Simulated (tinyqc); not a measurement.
Displacements against temperature: thermal displacements in the Debye model: Debye-Waller factors, bond-length spread and the Lindemann rule. Computed by tinyqc, a small Python program. Command: `OMP_NUM_THREADS=1 python tinyqc.py 3005947 3005948 out.jsonl debyewaller walk`. One thread of a shared host (Intel(R) Xeon(R) Processor @ 2.30GHz), about 0.01 s of CPU time with the checks.

A Debye spectrum with three branches of one velocity, cut at k_B Theta; 2 atoms per cube, nearest neighbours at d = 0.866025 a.

Inputs (values chosen for the exercise, modelled on tungsten):
```
quantity,value,unit
atomic mass M,183.84,u
Debye temperature Theta,329,K
lattice constant a,3.165,angstrom
temperature T,450,K
```

Structure: bcc.

reflection (h k l): [2, 1, 1]

Constants: hbar^2/u = 4.18015928e-03 eV angstrom^2; k_B = 8.617333262e-05 eV/K.

Method:
- <u_x^2> = (3 hbar^2/(2 M k_B Theta)) int_0^1 s coth(s Theta/(2T)) ds (64 Gauss-Legendre points); it tends to 3 hbar^2/(4 M k_B Theta) at T = 0 and to 3 hbar^2 T/(M k_B Theta^2) at high T.
- B = 8 pi^2 <u_x^2>.
- G = 2 pi sqrt(h^2 + k^2 + l^2)/a; the intensity is multiplied by exp(-2W), 2W = G^2 <u_x^2>; the loss goes into thermal diffuse scattering.
- Correlated Debye model: sigma^2 = (3 hbar^2/(M k_B Theta)) int_0^1 s coth(s Theta/(2T)) [1 - sin(s q_D R)/(s q_D R)] ds for two atoms at distance R, q_D = (6 pi^2 n)^(1/3), n atoms per volume; uncorrelated motion would give 2 <u_x^2>.
- The correlation is 1 - sigma^2/(2 <u_x^2>); exp(-2W) uses 2W = G^2 <u_x^2>.

|G| = 4.86275 1/angstrom

Displacements (angstrom^2):
```
T (K),<u_x^2>,classical,sigma^2 at d,sigma^2 at 2d,exp(-2W)
9.9,6.0510e-04,7.2401e-05,0.0010111,0.0011499,0.98579
33,6.4132e-04,2.4134e-04,0.0010191,0.0011725,0.98495
66,7.5681e-04,4.8267e-04,0.0010936,0.0013151,0.98226
120,0.0010486,8.7759e-04,0.0013768,0.0017515,0.97551
180,0.0014347,0.0013164,0.0018025,0.0023581,0.96664
260,0.0019847,0.0019014,0.0024361,0.0032358,0.95415
390,0.0029081,0.0028522,0.0035220,0.0047198,0.93354
590,0.0043520,0.0043148,0.0052368,0.0070479,0.90221
720,0.0052960,0.0052655,0.0063621,0.0085720,0.88229
```

What follows from these numbers?

The classical line is within 5 % from T = 260 K (T/Theta = 0.79) on. The correlation of nearest neighbours grows from 0.16 to 0.40, since thermal motion weights long waves, which move neighbours together, more than zero-point motion does; at 2d it ends at 0.19. The reflection keeps 99 % of its intensity at the lowest T and 88 % at the highest.

Extremes, crossings and ranges named in words are read from the listed rows.
